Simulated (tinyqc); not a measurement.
Worked calculation: finite-difference solution of the diffusion equation on a small grid. Computed by tinyqc, a small Python program that keeps every step. Command: `OMP_NUM_THREADS=1 python tinyqc.py 3015868 3015869 out.jsonl fdiff walk`. One thread of a shared host (Intel(R) Xeon(R) Processor @ 2.30GHz), about 0.01 s of CPU time with the checks. Intermediate numbers are printed to about 5 digits and carried at full precision; extremes and crossings named in words are read from the listed rows.

dC/dt = D d2C/dx2 on nodes x_j = j dx, j = 0..7; the far end is sealed.

Inputs (values chosen for the exercise):
```
quantity,value,unit
diffusivity D,2.5,nm^2/s
grid spacing dx,20,nm
time step dt,40,s
final time t_f,400,s
```

Boundary at x = 0: sealed surface. Scheme: explicit.

start values C_j, j = 0, 1, ... (% of a reference): [23.8, 70.6, 100, 72.6, 36.8, 2.52, 0, 0]

## Mesh ratio and operator

The operator M acts as (M C)_j = C_(j-1) - 2 C_j + C_(j+1); at the sealed far end a mirror node gives 2 C_(N-2) - 2 C_(N-1); at j = 0, a mirror node gives 2 C_1 - 2 C_0. r = D dt/dx^2.

mesh ratio r = 0.25

operator M:
```
,0,1,2,3,4,5,6,7
0,-2,2,0,0,0,0,0,0
1,1,-2,1,0,0,0,0,0
2,0,1,-2,1,0,0,0,0
3,0,0,1,-2,1,0,0,0
4,0,0,0,1,-2,1,0,0
5,0,0,0,0,1,-2,1,0
6,0,0,0,0,0,1,-2,1
7,0,0,0,0,0,0,2,-2
```

## Amplification factors

The mode of M with eigenvalue mu has its amplitude multiplied per step by g = (1 + (1 - theta) r mu)/(1 - theta r mu), with theta = 0 explicit, 1 implicit, 1/2 Crank-Nicolson; the explicit scheme is stable for r up to 2/|mu_min|.

eigenvalues mu of M: [-4.0000, -3.8019, -3.2470, -2.4450, -1.5550, -0.7530, -0.1981, 0.0000]

factors g: [0.0000, 0.0495, 0.1883, 0.3887, 0.6113, 0.8117, 0.9505, 1.0000]

largest stable r of the explicit scheme = 0.5

The smallest factor is 0.000: no mode changes sign, and all decay but one with mu = 0 where there is such a mode.

## Time step 1

C at the start (%): [23.80, 70.60, 100.00, 72.60, 36.80, 2.52, 0.00, 0.00]

With r = D dt/dx^2: (1 - theta r M) C(new) = (1 + (1 - theta) r M) C(old); theta = 0 explicit, 1 implicit, 1/2 Crank-Nicolson.

C after step 1 (%): [47.20, 66.25, 85.80, 70.50, 37.18, 10.46, 0.63, 0.00]

## Time step 2

The formulas are those given above.

C after step 2 (%): [56.7250, 66.3750, 77.0875, 65.9950, 38.8300, 14.6825, 2.9300, 0.3150]

## All steps

The run takes n = round(t_f/dt) steps of length t_f/n. The dose is the trapezoidal sum of C dx; the error is the largest difference from exp(M D t/dx^2) C(0), the exact time evolution on the same grid.

Course of the run:
```
step,t (s),C_1,C_4,dose (% nm),largest error
1,40,66.250,37.180,5888.4,5.6508
2,80,66.375,38.830,5888.4,5.0365
3,120,66.641,39.584,5888.4,3.9391
4,160,66.617,39.732,5888.4,3.0165
5,200,66.325,39.587,5888.4,2.3024
6,240,65.836,39.335,5888.4,1.7543
7,280,65.211,39.071,5888.4,1.3310
8,320,64.496,38.838,5888.4,1.0014
9,360,63.724,38.656,5888.4,0.8304
10,400,62.920,38.527,5888.4,0.7240
```

C at the end (%): [64.367, 62.920, 58.197, 49.779, 38.527, 26.958, 18.303, 15.105]

largest error at t_f = 0.72398 %

final dose = 5888.4 % nm

final C_4 = 38.527 %

The time-step error at the end is 0.72 on a scale of 64.4. Both ends are sealed, so the dose is conserved exactly, whatever the step.

## The three schemes as the step is halved

Each run reaches t_f in n equal steps; errors are the largest difference from exp(M D t_f/dx^2) C(0). A dash marks unstable explicit runs.

Largest error at t_f (%):
```
steps n,r,explicit,implicit,Crank-Nicolson
4,0.62500,-,1.8387,2.4727e-01
8,0.31250,0.90046,0.8868,6.3863e-02
16,0.15625,0.45417,0.4483,1.6093e-02
32,0.07812,0.22707,0.2255,4.0312e-03
64,0.03906,0.11343,0.1130,1.0083e-03
128,0.01953,0.05667,0.0566,2.5210e-04
256,0.00977,0.02833,0.0283,6.3027e-05
```

From the last two rows, halving the step divides the error by 2.00 (explicit), 2.00 (implicit), 4.00 (Crank-Nicolson): a factor 2 marks first order in dt and 4 second order. The explicit scheme needs n of at least 5 to be stable; the other two are stable at any step.

Checks made by the program: matrix exponential against 4096 Crank-Nicolson steps (relative difference 4e-09).
